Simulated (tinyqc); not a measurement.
# Planar ballistic transistor, top-of-the-barrier model: effect of the temperature

At the top of the source barrier, states moving towards the drain are filled by the source (Fermi level 0) and states moving back by the drain (Fermi level -q Vd); nothing scatters. U is the shift of the band edge there, set by the capacitances CG, CD and CS (the total) and by the charge. Parabolic two-dimensional band; the source is grounded.

N0 = gv m kB T/(pi hbar^2), CG = eps0 eox/tox, vT = sqrt(2 kB T/(pi m)), CS = CG/aG, n0 = n at U = 0 and Vd = 0. eta1 = -(E0 + U)/Vt, eta2 = eta1 - Vd/Vt, n = (N0/2)[F_0(eta1) + F_0(eta2)], F_0(x) = ln(1 + exp x). U = UL + q (n - n0)/CS with UL = -(aG Vg + aD Vd), energies in eV. I = q (N0/2) vT [F_(1/2)(eta1) - F_(1/2)(eta2)] per width, F_(1/2)(x) = (2/sqrt(pi)) int_0^infinity u^(1/2)/(1 + exp(u - x)) du. CQ = (q/Vt) dn/d(eta1). E0 is held fixed.

Parameters, values chosen for the exercise; mass and valleys close to those of gallium arsenide:
- m = 0.0693 m0 (effective mass)
- gv = 1 (valley degeneracy)
- eox = 3.9 (relative permittivity of the gate insulator)
- tox = 3.4 nm (insulator thickness)
- aG = 0.94 (gate control CG/CS)
- aD = 0.058 (drain control CD/CS)
- E0 = 0.39 eV (band edge at the barrier top above the source Fermi level at zero bias)
- Vg = 0.4 V (gate voltage)
- Vd = 0.4 V (drain voltage)

Constants: q = 1.602176634e-19 C, kB = 1.380649e-23 J/K, hbar = 1.054571817e-34 J s, m0 = 9.1093837015e-31 kg, Vt = kB T/q, eps0 = 8.8541878128e-14 F/cm where lengths are in cm. Results are converted to the units shown.

Results:
```
T (K)      eta1  n (cm^-2)  I (uA/um)  mean velocity I/(q n) (cm/s)   CQ/CS
50       0.3007   5.331e10      8.043                       9.417e6   1.233
77     -0.04914   6.424e10      11.72                       1.139e7   1.047
120     -0.3001   8.297e10      18.60                       1.400e7  0.9134
180     -0.4585   1.100e11      29.94                       1.699e7  0.8314
240     -0.5404   1.374e11      42.99                       1.953e7  0.7901
300     -0.5904   1.650e11      57.56                       2.178e7  0.7653
420     -0.6485   2.203e11      90.70                       2.569e7  0.7369
```

Estimate the missing row, T = 360 K.

Computed row:
```
T (K)     eta1  n (cm^-2)  I (uA/um)  mean velocity I/(q n) (cm/s)   CQ/CS
360    -0.6242   1.926e11      73.50                       2.382e7  0.7487
```

With this row back in the table: As T goes from 50 to 420 K, n rises from 5.33e10 to 2.20e11 cm^-2, the mean velocity rises from 9.42e6 to 2.57e7 cm/s and the current rises from 8.04 to 90.7 uA/um. CQ/CS goes from 1.2 to 0.74.

Computed by the program tinyqc: `OMP_NUM_THREADS=1 python tinyqc.py 2400043 2400044 out.jsonl`, one thread of a shared Intel Xeon 2.30GHz, about 0.01 s for the whole run.
